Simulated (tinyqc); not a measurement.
One anharmonic mode: perturbation theory, self-consistent phonons and exact levels: one step, computed by the program tinyqc.

V(x) = k x^2/2 + b x^4 for one coordinate x of mass M. A constant K > 0 gives hbar Omega = sqrt((hbar^2/u) K/M) with K in eV/angstrom^2 and M in u.

Question. Hamiltonian in a small basis. Basis: oscillator states n of the constant |k|, with x = s (a + a+), s^2 = hbar Omega/(2|k|); H = hbar Omega (n + 1/2) + (k - |k|) x^2/2 + b x^4, with exact matrix elements of x^2 and x^4.

Inputs (values chosen for the exercise, for a model mode):
```
quantity                           value           unit
mode mass M                          117              u
harmonic constant k               -0.955  eV/angstrom^2
quartic constant b                  12.8  eV/angstrom^4
basis size N of the small matrix       6              -
```

Shape: double well.

Constants: hbar^2/u = 4.18015928e-03 eV angstrom^2.

Give: H.

Answer.

H (meV):
```
       1      2      3      4      5      6
1   0.36   0.00  -3.11   0.00   0.59   0.00
2   0.00   1.80   0.00  -4.22   0.00   1.31
3  -3.11   0.00   4.67   0.00  -4.31   0.00
4   0.00  -4.22   0.00   8.98   0.00  -3.42
5   0.59   0.00  -4.31   0.00  14.73   0.00
6   0.00   1.31   0.00  -3.42   0.00  21.91
```
